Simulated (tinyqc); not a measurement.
# p-n heterojunction, non-linear Poisson equation by Newton steps, Fermi-Dirac statistics: effect of the donor density of material 2

One dimension, material 1 (p-type) at x < 0 and material 2 (n-type) at x > 0. Band edges: Ec = -psi in material 1 and -psi + dEc in material 2, Ev = Ec - Eg. Flat quasi-Fermi levels: 0 for holes, +V for electrons. n = Nc F((EFn - Ec)/Vt), p = Nv F((Ev - EFp)/Vt), with F(eta) = F_1/2(eta) = (2/sqrt(pi)) int_0^infinity sqrt(u) du/(1 + exp(u - eta)) (Fermi-Dirac statistics); full ionisation, no interface charge, classical densities; the doping types are chosen for the exercise.

Exact first integral: on each side D^2/(2 eps0 er) = G, G = q [Vt (nI_j - nI_b) + Vt (pI_j - pI_b) - C (psi_j - psi_b)], with C = -N1 or +N2, b the neutral end of that side, and nI, pI the densities with F_1/2 replaced by F_3/2(eta) = (4/(3 sqrt(pi))) int_0^infinity u^(3/2) du/(1 + exp(u - eta)). D is continuous, so er1 G1(psi_j) = er2 G2(psi_j) fixes psi_j. Ends from Nv1 F((-psi_L - Eg1)/Vt) = N1 and Nc2 F((V + psi_R - dEc)/Vt) = N2. D is counted positive when psi rises towards material 2. Depletion (Anderson) capacitance C^2 = q eps0 er1 er2 N1 N2/(2 (er1 N1 + er2 N2)(psi_R - psi_L)). -dD/dV is the change of the displacement at the interface with both quasi-Fermi levels flat; it is the terminal capacitance only while neither side holds an inversion layer. n_j and p_j are densities at the interface.

Inputs (values chosen for the exercise); band and dielectric values close to those of CdTe and CdS: temperature T = 350 K; band gap of material 1 Eg1 = 1.48 eV; relative permittivity of material 1 er1 = 10.3; conduction-band density of states of material 1 Nc1 = 1.01e18 cm^-3; valence-band density of states of material 1 Nv1 = 2.31e19 cm^-3; band gap of material 2 Eg2 = 2.44 eV; relative permittivity of material 2 er2 = 9.05; conduction-band density of states of material 2 Nc2 = 2.75e18 cm^-3; valence-band density of states of material 2 Nv2 = 2.31e19 cm^-3; conduction-band offset Ec2 - Ec1 dEc = -0.11 eV; acceptor density of material 1 N1 = 4e17 cm^-3; bias of side 1 against side 2 V = 0 V.

Constants: q = 1.602176634e-19 C, kB = 1.380649e-23 J/K, Vt = kB T/q, eps0 = 8.8541878128e-14 F/cm where lengths are in cm. Results are converted to the units shown.

Effect of the donor density of material 2:
```
N2 (cm^-3)	psi_R - psi_L (V)	psi_j - psi_L (V)	psi_R - psi_j (V)	D/q (cm^-2)	n_j in 1 (cm^-3)	p_j in 2 (cm^-3)	-dD/dV (nF/cm^2)	depletion C (nF/cm^2)
8e14	1.002	0.01072	0.9916	8.771e10	0.04041	110.4	7.266	7.152
1.9e15	1.028	0.01725	1.011	1.365e11	0.05018	88.93	11.04	10.87
4.4e15	1.054	0.02783	1.026	2.093e11	0.07127	62.61	16.58	16.29
1e16	1.078	0.04559	1.033	3.167e11	0.1284	34.75	24.61	24.13
2.5e16	1.106	0.08284	1.023	4.983e11	0.4416	10.10	37.97	37.08
5.8e16	1.132	0.1511	0.9806	7.425e11	4.248	1.050	55.48	54.02
1.4e17	1.159	0.2885	0.8701	1.084e12	403.6	0.01106	79.12	77.02
3.2e17	1.184	0.4939	0.6903	1.453e12	3.661e5	1.219e-5	103.6	100.9
```

What does the comparison show?

As N2 goes from 8e14 to 3.2e17, the total bending rises from 1.00 to 1.18 V and the sheet charge D/q rises from 8.77e10 to 1.45e12 cm^-2; the share of the bending in material 1 rises from 1.07 to 41.7 %. The capacitance departs most from the depletion formula at N2 = 1.4e17, where it is 2.7 % above it.

tinyqc, about 0.2 s, one thread, Intel Xeon 2.30GHz (shared host): `OMP_NUM_THREADS=1 python tinyqc.py 2040096 2040097 out.jsonl`
